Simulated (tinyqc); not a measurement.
The fan of levels: Landau levels of massive Dirac electrons in two valleys.

H = hv (tau kx sx + ky sy) + (D/2) sz. Conduction levels E_N = sqrt(D^2/4 + 2N hv^2/l^2) - D/2 from the band edge; N = 1, 2, ... occur in both valleys, N = 0 in one valley only (its partner in the other valley lies at the valence edge). Each state is twofold in spin; spin splittings are left out, although in real dichalcogenides the spin-orbit splitting exceeds the level spacing and changes the filling sequence.

In a field B along z: l = 1/sqrt((e/hbar) B) is the magnetic length, n_B = B/(h/e) the number of states per area in one level, hbar wc = 2 muB B/m for mass m in m0; 1/angstrom^2 = 1e16/cm^2.

Constants: e/hbar = 1.519267448e-05 1/(T angstrom^2); h/e = 413566.7697 T angstrom^2; muB = 5.788381798e-05 eV/T.

Values chosen for the exercise (out of a larger set: near those of a MoS2 monolayer; not measured data): hv = 3.6 eV angstrom (hbar v); D = 1.74 eV (gap); Bs = (2, 4, 6, 8, 10, 12, 15) T (fields).

The four lowest levels against B, with their labels in order.

Levels (meV):
```
B (T)  first  second  third  fourth    order
2.00    0.00    0.45   0.90    1.36  0 1 2 3
4.00    0.00    0.90   1.81    2.71  0 1 2 3
6.00    0.00    1.36   2.71    4.06  0 1 2 3
10.0    0.00    2.26   4.51    6.76  0 1 2 3
12.0    0.00    2.71   5.41    8.11  0 1 2 3
15.0    0.00    3.39   6.76   10.13  0 1 2 3
```

Give the missing row, B (T) = 8.00.

Computed row:
```
B (T)  first  second  third  fourth    order
8.00    0.00    1.81   3.61    5.41  0 1 2 3
```

The fourth level grows as B^1.00 over the first two rows and B^0.99 over the last two (1 for a parabolic band without a fixed offset such as a valley splitting, 1/2 for massless Dirac electrons). The order of the levels does not change. Level 1 follows hbar wc = 2 hv^2/(l^2 D) while that is small against D: 3.4 meV against 3.4 meV in the last row.

tinyqc: `OMP_NUM_THREADS=1 python tinyqc.py 1251119 1251120 out.jsonl`; about 0.01 s, one thread, shared Intel(R) Xeon(R) Processor @ 2.30GHz.
